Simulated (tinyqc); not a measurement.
# Threshold of a short bulk MOSFET: charge sharing, barrier lowering, narrow width: effects of single changes

n-channel device on a p-type body, depletion approximation, full ionisation. Uniform doping N = Na. Vbi from Boltzmann statistics is rough for the degenerate source. Cox = eps0 eox/tox.

Values chosen for this exercise; band and dielectric values close to those of silicon: temperature T = 300 K; band gap Eg = 1.14 eV; relative permittivity eps_r = 11.8; conduction-band density of states at T Nc = 2.77e19 cm^-3; valence-band density of states at T Nv = 2.66e19 cm^-3; relative permittivity of the gate insulator (close to silicon dioxide) eox = 3.9; insulator thickness tox = 2.6 nm; channel doping Na = 2.6e17 cm^-3; source and drain doping Nsd = 1e20 cm^-3; flat-band voltage for the doping Na Vfb = -0.83 V; junction depth xj = 73 nm; body-source voltage Vbs = 0 V; drain-source voltage Vds = 0.5 V; gate width W = 270 nm; shape factor of the fringing depletion at the width edges xw = 1.5708; channel length L = 160 nm.

Constants: q = 1.602176634e-19 C, kB = 1.380649e-23 J/K, Vt = kB T/q, eps0 = 8.8541878128e-14 F/cm where lengths are in cm. Results are converted to the units shown.

Each table varies one quantity; the others keep the values above.

## Threshold roll-off against channel length

ni = sqrt(Nc Nv) exp(-Eg/(2 Vt)), Eg in volts; 2 pB = 2 Vt ln(N/ni); flat band Vfb - Vt ln(N/Na); Wd = sqrt(2 eps0 eps_r (2 pB - Vbs)/(q N)); body term q N Wd/Cox; long-channel VT0 = flat band + 2 pB + body term; Vbi = Vt ln(N Nsd/ni^2); scale length l = sqrt((eps_r/eox) tox Wd). Charge sharing (trapezoid; it ignores Vds): F = (xj/L)(sqrt(1 + 2 Wd/xj) - 1), lowering = body term times F. Barrier lowering: th = exp(-L/(2 l)) + 2 exp(-L/l), lowering = th [2 (Vbi - 2 pB) + Vds], DIBL = th. Narrow width: rise = body term times xw Wd/W. VT by each model = VT0 - lowering + rise. DIBL under 0.001 mV/V is printed as 0.

The same in every row: N (cm^-3) = 2.600e17; VT0 (V) = 0.2804.

Threshold roll-off against channel length:
```
L (nm)    L/l        F  DIBL (mV/V)  VT, charge sharing (V)  VT, barrier lowering (V)
73      3.176   0.6854        287.9                  0.2183                    0.1301
110     4.785   0.4548        108.1                  0.2669                    0.2754
150     6.525   0.3336        41.22                  0.2924                    0.3294
220     9.570   0.2274        8.494                  0.3148                    0.3559
320     13.92   0.1564       0.9509                  0.3298                    0.3620
460     20.01   0.1088      0.04518                  0.3398                    0.3627
660     28.71  0.07581            0                  0.3467                    0.3627
960     41.76  0.05212            0                  0.3517                    0.3627
1400    60.90  0.03574            0                  0.3552                    0.3627
```

What does the table show?

VT by barrier lowering rises from 0.130 to 0.363 V and VT by charge sharing rises from 0.218 to 0.355 V. DIBL is under 100 mV/V from L = 150 nm on among the rows (th = 0.1 at L/l = 4.92). For L = 73 F exceeds 0.5: the shares of source and drain overlap, and the trapezoid formula no longer holds. For L = 73 DIBL exceeds 250 mV/V, where the barrier formula is rough.

## Effect of the junction depth

Same model as above.

The same in every row: N (cm^-3) = 2.6000e17; VT0 (V) = 0.28037; L/l = 6.9600; DIBL (mV/V) = 32.705; VT, barrier lowering (V) = 0.33630.

Effect of the junction depth:
```
xj (nm)        F  VT, charge sharing (V)
5        0.13373                 0.33454
8.5      0.16467                 0.32802
14       0.19734                 0.32114
24       0.23530                 0.31314
41       0.27370                 0.30505
70       0.31002                 0.29740
120      0.34192                 0.29068
200      0.36622                 0.28556
```

Read the table: what changes, and by how much?

As xj goes from 5 to 200, VT0 stays at 0.280 V, DIBL stays at 32.7 mV/V, F rises from 0.134 to 0.366 and VT by barrier lowering stays at 0.336 V. The junction depth enters only the charge-sharing model.

tinyqc, about 0.01 s, one thread, Intel Xeon 2.30GHz (shared host): `OMP_NUM_THREADS=1 python tinyqc.py 2002117 2002118 out.jsonl`
